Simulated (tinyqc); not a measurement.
All-pass ring resonator: two steps of the calculation.

A ring of length L = 2 pi Rr coupled to one bus waveguide: round-trip amplitude a = 10^(-al L/20), self-coupling t = sqrt(1 - k2). At detuning d from the resonance the round-trip phase is p = 2 pi d/FSR and the transmission T = (a^2 - 2 a t cos p + t^2)/(1 - 2 a t cos p + a^2 t^2). Lossless coupler, linear absorption only.

Values chosen for this exercise; values close to those of silicon nitride waveguides:
- lam = 1550 nm (cold resonance wavelength)
- Rr = 50 um (ring radius)
- ng = 1.99 (group index)
- al = 0.43 dB/cm (propagation loss)
- k2 = 0.0088 (power coupling)
- dT = 2.7e-5 1/K (thermo-optic change of the effective index)
- Rt = 5.5 K/mW (thermal resistance)
- fa = 0.77 (share of the loss that heats the ring)
- Pin = 0.053 mW (input power)
- dl = -2.2 pm (laser detuning from the cold resonance)

Constants: c = 299792458 m/s. Results are converted to the units shown.

Task 1. Resonance parameters. FSR = lam^2/(ng L), finesse F = pi sqrt(a t)/(1 - a t), FWHM = FSR/F, Q = lam/FWHM, Tmin = (a - t)^2/(1 - a t)^2, power build-up k2 a^2/(1 - a t)^2, optical bandwidth c/(lam Q).

Wanted: a; t; FSR; F; FWHM; Q; Tmin; build-up; bandwidth.

Result 1.

a = 0.99845
t = 0.99559
FSR = 3.8429 nm
F = 525.81
FWHM = 7.3085 pm
Q = 2.1208e5
Tmin = -6.3863 dB
build-up = 247.22
bandwidth = 0.91198 GHz

The ring is overcoupled; critical coupling needs k2 = 1 - a^2 = 0.00311.

Task 2. Thermal shift of the resonance. T is the transmission at d = dl - s, p = 2 pi d/FSR; out = (lam dT/ng) Rt fa (1 - T) Pin; s(new) = out.

s after iteration 1 = 2.6683893 pm
a = 0.99844595
t = 0.99559028
FSR = 3.8429121 nm

Wanted: d; T; out; s after iteration 2.

Result 2.

d = -4.8684 pm
T = 0.72244
out = 1.3102 pm
s after iteration 2 = 1.3102 pm

Computed by the program tinyqc: `OMP_NUM_THREADS=1 python tinyqc.py 2650042 2650043 out.jsonl`, one thread of a shared Intel Xeon 2.30GHz, about 0.01 s for the whole run.
